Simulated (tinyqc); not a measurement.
Overlap of hydrogenic dopants: pairs, impurity band and the Mott density: one step. A pair with one electron. Four cases, with inputs chosen for the exercise.

Task: Form S, J, Kx, the two levels, t, and the total energy of the lower state with the repulsion, relative to a distant pair (-1).

Ry* = Ry m/eps^2, aB = a0 eps/m. For 1s orbitals a distance rho = R/aB apart, in Ry*: overlap S = exp(-rho)(1 + rho + rho^2/3), J = (2/rho)(1 - (1 + rho) exp(-2 rho)) (attraction to the other ion), Kx = 2 (1 + rho) exp(-rho) (exchange of one electron). One electron on a pair has E = -1 - (J +/- Kx)/(1 +/- S), without the repulsion 2/rho of the ions. Hopping after orthogonalisation: t = (Kx - S J)/(1 - S^2), half the splitting. Dopants on a lattice with z neighbours, n = (3 sqrt3/4)/R^3 (bcc), give a band of width B = 2 z t, as on any lattice of two interpenetrating sublattices. Valleys, central cells and disorder are left out.

Give: S, J, Kx; levels; t; energy of the pair against a distant one (negative: bound).

Case 1.

Values chosen (out of a larger set: an isotropic mass and dielectric constant of the size used for donors in SiC; not measured data): rho = 2.7 aB (distance of a pair).

Ry* = 60.05229 meV
aB = 12.75453 angstrom

Result:

S, J, Kx: 0.41197  0.72836  0.49732

levels (Ry*): even -1.86807, odd -1.39291

t = 0.23758 Ry*
energy of the pair against a distant one (negative: bound) = -0.12733 Ry*

In this host the pair is 3.4 nm long and its splitting 2t is 28.53 meV.

Case 2.

Values chosen (out of a larger set: an isotropic mass and dielectric constant of the size used for donors in Ge; not measured data): rho = 3.6 aB (distance of a pair).

Ry* = 5.54722 meV
aB = 78.66148 angstrom

Result:

S, J, Kx: 0.24373  0.55365  0.25138

levels (Ry*): even -1.64727, odd -1.39968

t = 0.12379 Ry*
energy of the pair against a distant one (negative: bound) = -0.09171 Ry*

In this host the pair is 28.3 nm long and its splitting 2t is 1.37 meV.

Case 3.

Values chosen (out of a larger set: an isotropic mass and dielectric constant of the size used for donors in Si; not measured data): rho = 3.6 aB (distance of a pair).

Ry* = 27.13518 meV
aB = 21.92823 angstrom

Result:

S, J, Kx: 0.24373  0.55365  0.25138

levels (Ry*): even -1.64727, odd -1.39968

t = 0.12379 Ry*
energy of the pair against a distant one (negative: bound) = -0.09171 Ry*

In this host the pair is 7.9 nm long and its splitting 2t is 6.72 meV.

Case 4.

Values chosen (out of a larger set: an isotropic mass and dielectric constant of the size used for acceptors in Si; not measured data): rho = 4.3 aB (distance of a pair).

Ry* = 39.33275 meV
aB = 15.78009 angstrom

Result:

S, J, Kx: 0.15554  0.46466  0.14383

levels (Ry*): even -1.52658, odd -1.37993

t = 0.07333 Ry*
energy of the pair against a distant one (negative: bound) = -0.06147 Ry*

In this host the pair is 6.8 nm long and its splitting 2t is 5.77 meV.

Computed by tinyqc, one run a case: `OMP_NUM_THREADS=1 python tinyqc.py N N+1 out.jsonl` with N = 1481163, 1481449, 1481524, 1481697; one thread of a shared Intel(R) Xeon(R) Processor @ 2.30GHz, about 0.01 s a run at most.
